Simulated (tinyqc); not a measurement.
# Area and perimeter leakage from two diodes

Problem. A square diode and a finger diode leak I = JA area + JP perimeter. Find JA, JP and the side of the square at which both parts are equal.

areas (um^2): [40000, 284000]
perimeters (um): [800, 58220]
leakage currents (pA): [7.704, 87.798600]

Solution. Two linear equations give JA and JP; for a square of side a, JA a^2 = 4 JP a at a = 4 JP/JA.

JA = 1.800e-8 A/cm^2
JP = 6.300e-12 A/cm
side for equal parts = 14.00 um

Numbers from tinyqc (`OMP_NUM_THREADS=1 python tinyqc.py 2290086 2290087 out.jsonl`; about 0.01 s on one thread of a shared Intel Xeon 2.30GHz).
